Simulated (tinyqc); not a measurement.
# Abrupt p-n junction, non-linear Poisson equation by Newton steps: what changes with what

One dimension, p side on the left, n side on the right; net doping C = -Na for x < 0 and +Nd for x > 0. The potential psi is counted from the intrinsic level, and the quasi-Fermi potentials are flat: 0 for holes and -V for electrons, so n = ni exp((psi + V)/Vt) and p = ni exp(-psi/Vt) (Boltzmann statistics, full ionisation, no current). Under reverse bias this makes the minority densities vanishingly small everywhere; they play no part in the charge.

Parameters, values chosen for the exercise; band and dielectric values close to those of gallium arsenide: temperature T = 400 K; band gap Eg = 1.4 eV; relative permittivity eps_r = 12.9; conduction-band density of states at T Nc = 6.65e17 cm^-3; valence-band density of states at T Nv = 1.41e19 cm^-3; acceptor density of the p side Na = 2.4e18 cm^-3; donor density of the n side Nd = 1.4e16 cm^-3; bias of the p side against the n side V = -5.1 V.

Constants: q = 1.602176634e-19 C, kB = 1.380649e-23 J/K, Vt = kB T/q, eps0 = 8.8541878128e-14 F/cm where lengths are in cm. Results are converted to the units shown.

Each table varies one quantity; the others keep the values above.

## Capacitance and field against bias

The Poisson equation d/dx(eps0 eps_r dpsi/dx) = -q (p - n + C) is solved on a mesh of more than 1000 nodes that ends in neutral material (psi_p = -Vt ln(Na/ni), psi_n = Vt ln(Nd/ni) - V). C_j = q d/dV of the integral of p over x, from the linearised equation. ni = sqrt(Nc Nv) exp(-Eg/(2 Vt)), Eg in volts. Depletion approximation: Vbi = Vt ln(Na Nd/ni^2), W = sqrt(2 eps0 eps_r (Vbi - V)(1/Na + 1/Nd)/q), xp = W Nd/(Na + Nd), xn = W Na/(Na + Nd), peak field 2 (Vbi - V)/W, capacitance eps0 eps_r/W. The last column applies it to an abrupt Na-Nd junction.

Capacitance and field against bias:
```
V (V)  peak |E| (kV/cm)  C_j (nF/cm^2)  1/C_j^2 (cm^4/uF^2)  eps0 eps_r/C_j (nm)  abrupt depletion C (nF/cm^2)
0.18              104.9          37.66                705.3                303.3                         35.23
-0.95             119.0          24.91                 1612                458.6                         24.31
-2.08             132.4          19.97                 2508                572.0                         19.69
-3.21             145.2          17.15                 3401                666.1                         16.98
-4.34             157.5          15.27                 4291                748.2                         15.15
-5.48             169.3          13.88                 5189                822.7                         13.80
-6.61             180.5          12.83                 6078                890.4                         12.77
-7.74             191.3          11.98                 6966                953.3                         11.93
-8.87             201.7          11.28                 7854                 1012                         11.24
-10               211.7          10.70                 8742                 1068                         10.66
```

What does the table show?

With V going from 0.18 to -10 V, C_j falls from 37.7 to 10.7 nF/cm^2 and the peak field rises from 105 to 212 kV/cm. The slope of 1/C_j^2, read as N = 2/(q eps0 eps_r |slope|), gives 1.36e16 cm^-3 between the first two rows and 1.39e16 cm^-3 between the last two, against Na Nd/(Na + Nd) = 1.39e16 cm^-3; the slopes of all rows agree within 2 %, as for uniform doping at both edges. At the end C_j goes as (Vbi - V)^(-0.50) with Vbi = 1.21 V, and it is 0.32 % above the abrupt depletion formula (at the first row 6.9 % above it).

## Convergence with the mesh

Uniform meshes of N intervals over 1519.4 nm, nodes at x_i = (i - j - 1/2) h, i = 0..N, so that the junction lies midway between nodes j and j + 1; end nodes fixed at psi_p and psi_n; box-integrated Poisson equation eps0 eps_r (psi_(i+1) - 2 psi_i + psi_(i-1))/h + q h (p - n + C) = 0. The peak field is the largest (psi_(i+1) - psi_i)/h; LD = sqrt(eps0 eps_r Vt/(q N)) of the heavier side. Errors are against E_j. Exact first integral for an abrupt junction with thick neutral sides: psi_p = -Vt ln(Na/ni), psi_n = Vt ln(Nd/ni) - V, psi_j = (Nd psi_n + Na psi_p - Vt (Nd - Na))/(Na + Nd) at the junction, n_j = ni exp((psi_j + V)/Vt), p_j = ni exp(-psi_j/Vt), and E_j^2 = (2 q/(eps0 eps_r)) [Nd (psi_n - psi_j - Vt) + Vt (n_j + p_j)] (minority densities of the neutral sides neglected).

Convergence with the mesh:
```
N     h (nm)    h/LD   j  peak field (kV/cm)  error (%)
10     151.9   47.48   1               142.1      -14.0
20     75.97   23.74   1               149.5      -9.58
40     37.98   11.87   1               153.2      -7.37
80     18.99   5.935   1               155.1      -6.23
160    9.496   2.968   3               158.1      -4.40
320    4.748   1.484   6               162.5      -1.72
640    2.374  0.7419  12               164.5     -0.495
1280   1.187  0.3710  24               165.1     -0.129
```

Read the table: what changes, and by how much?

The error goes from -14 % at N = 10 to -0.13 % at N = 1280. Over the last doubling it shrinks by a factor of 3.8, close to the 4 of a second-order scheme. It first drops below 1 % at N = 640, where h is 0.74 Debye lengths.

Computed by the program tinyqc: `OMP_NUM_THREADS=1 python tinyqc.py 2000104 2000105 out.jsonl`, one thread of a shared Intel Xeon 2.30GHz, about 0.03 s for the whole run.
